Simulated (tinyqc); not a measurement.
UHF in the sto-6g basis, for H4, spin multiplicity 1, step by step. One step of it, computed by the program tinyqc.

Task: Iteration 1: diagonalisation and new density. Diagonalise F' = X^T F X, C = X C', fill 2 alpha and 2 beta electrons from the bottom; D(s) = C_occ C_occ^T. Each column has its largest component positive (the first on a tie).

F(alpha) (hartree):
```
           1H 1s      2H 1s      3H 1s      4H 1s
1H 1s  -0.265049  -0.254790  -0.079440  -0.009717
2H 1s  -0.254790   0.009556  -0.072934  -0.079440
3H 1s  -0.079440  -0.072934   0.009556  -0.254790
4H 1s  -0.009717  -0.079440  -0.254790  -0.265049
```

F(beta) (hartree):
```
           1H 1s      2H 1s      3H 1s      4H 1s
1H 1s   0.009556  -0.254790  -0.079440  -0.072934
2H 1s  -0.254790  -0.265049  -0.009717  -0.079440
3H 1s  -0.079440  -0.009717  -0.265049  -0.254790
4H 1s  -0.072934  -0.079440  -0.254790   0.009556
```

X:
```
               1          2          3         4
1H 1s   0.585647   0.545990   0.479373  0.431201
2H 1s  -0.585647  -0.545990   0.479373  0.431201
3H 1s  -0.585647   0.545990  -0.479373  0.431201
4H 1s   0.585647  -0.545990  -0.479373  0.431201
```

Give: F' = X^T F X; orbital energies; coefficients C; F' = X^T F X; orbital energies; coefficients C; D(alpha) after iteration 1; D(beta) after iteration 1.

Result:

F' = X^T F X (alpha) (hartree):
```
         1        2        3        4
1   0.2266   0.0000   0.0000  -0.1068
2   0.0000   0.1060  -0.1768   0.0000
3   0.0000  -0.1768  -0.2406   0.0000
4  -0.1068   0.0000   0.0000  -0.3743
```

orbital energies (alpha) (hartree): MO1 -0.3927, MO2 -0.3149, MO3 0.1803, MO4 0.2450

coefficients C (alpha):
```
          MO1      MO2      MO3      MO4
1H 1s  0.5244   0.6534  -0.3177  -0.5039
2H 1s  0.3254   0.2305   0.6890   0.6504
3H 1s  0.3254  -0.2305  -0.6890   0.6504
4H 1s  0.5244  -0.6534   0.3177  -0.5039
```

F' = X^T F X (beta) (hartree):
```
        1       2        3        4
1  0.2266  0.0000   0.0000   0.1068
2  0.0000  0.1060   0.1768   0.0000
3  0.0000  0.1768  -0.2406   0.0000
4  0.1068  0.0000   0.0000  -0.3743
```

orbital energies (beta) (hartree): MO1 -0.3927, MO2 -0.3149, MO3 0.1803, MO4 0.2450

coefficients C (beta):
```
          MO1      MO2      MO3      MO4
1H 1s  0.3254   0.2305   0.6890   0.6504
2H 1s  0.5244   0.6534  -0.3177  -0.5039
3H 1s  0.5244  -0.6534   0.3177  -0.5039
4H 1s  0.3254  -0.2305  -0.6890   0.6504
```

D(alpha) after iteration 1:
```
         1H 1s   2H 1s   3H 1s    4H 1s
1H 1s   0.7020  0.3213  0.0201  -0.1519
2H 1s   0.3213  0.1590  0.0528   0.0201
3H 1s   0.0201  0.0528  0.1590   0.3213
4H 1s  -0.1519  0.0201  0.3213   0.7020
```

D(beta) after iteration 1:
```
        1H 1s    2H 1s    3H 1s   4H 1s
1H 1s  0.1590   0.3213   0.0201  0.0528
2H 1s  0.3213   0.7020  -0.1519  0.0201
3H 1s  0.0201  -0.1519   0.7020  0.3213
4H 1s  0.0528   0.0201   0.3213  0.1590
```
